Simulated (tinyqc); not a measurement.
# ESD clamp with bipolar snapback, compact model and design window: effect of the drain ballast and contact resistance

The drain junction multiplies the current that enters it: Igen = (M - 1)(Ic + I0), M = 1/(1 - (Vj/BV)^n). The generated holes leave through the substrate resistance and the base of the parasitic npn: Igen = Vb/Rb + Ic/be, Ic = Is exp(Vb/Vt). Terminal current I = Ic + I0 + Igen and voltage V = Vj + I Ro, per width. Isothermal, constant gain.

For given Vb: Ic, Igen, M = 1 + Igen/(Ic + I0), Vj = BV (1 - 1/M)^(1/n), I and V. Vt1 is the maximum of V along the curve, Vh the following minimum, Vt2 the voltage at I = It2. It1 and Ih are the currents at Vt1 and Vh.

Inputs (values chosen for the exercise); values close to those of grounded-gate n-channel clamps:
- T = 300 K (temperature)
- BV = 8.4 V (junction breakdown voltage)
- n = 3.4 (exponent of the multiplication)
- be = 10.4 (current gain of the parasitic npn)
- Is = 3.6e-17 A/um (saturation current)
- I0 = 2.4e-12 A/um (junction leakage)
- Rb = 6100 ohm um (substrate resistance)
- It2 = 10.2 mA/um (failure current for 100 ns)

Constants: q = 1.602176634e-19 C, kB = 1.380649e-23 J/K, Vt = kB T/q. Results are converted to the units shown.

Result of one run:
```
Ro (ohm um),Vt1 (V),It1 (uA/um),Vh (V),Ih (uA/um),Vt2 (V),Vt2 - Vt1 (V)
1500,8.538,96.82,6.671,696.1,19.57,11.03
```

What becomes of these results when the drain ballast and contact resistance Ro is changed from 1500 to 860 ohm um, all else the same?

Result of the changed run:
```
Ro (ohm um),Vt1 (V),It1 (uA/um),Vh (V),Ih (uA/um),Vt2 (V),Vt2 - Vt1 (V)
860,8.477,94.07,6.142,1000,13.04,4.566
```

The whole series:
```
Ro (ohm um),Vt1 (V),It1 (uA/um),Vh (V),Ih (uA/um),Vt2 (V),Vt2 - Vt1 (V)
30,8.402,78.82,4.549,7029,4.577,-3.825
52,8.404,81.28,4.681,5209,4.801,-3.603
92,8.407,83.83,4.857,3794,5.209,-3.198
160,8.413,86.32,5.075,2769,5.903,-2.510
280,8.424,88.85,5.355,1996,7.127,-1.297
490,8.443,91.42,5.705,1423,9.269,0.8265
860,8.477,94.07,6.142,1000,13.04,4.566
1500,8.538,96.82,6.671,696.1,19.57,11.03
```

As Ro goes from 30 to 1500 ohm um, Vt1 rises from 8.40 to 8.54 V, It1 rises from 78.8 to 96.8 uA/um, Vh rises from 4.55 to 6.67 V and Vt2 rises from 4.58 to 19.6 V. Vt2 exceeds Vt1, the condition for all fingers to turn on, in 3 of the 8 rows. Ballast buys uniform turn-on with a higher clamping voltage.

Numbers from tinyqc (`OMP_NUM_THREADS=1 python tinyqc.py 2670066 2670067 out.jsonl`; about 0.01 s on one thread of a shared Intel Xeon 2.30GHz).
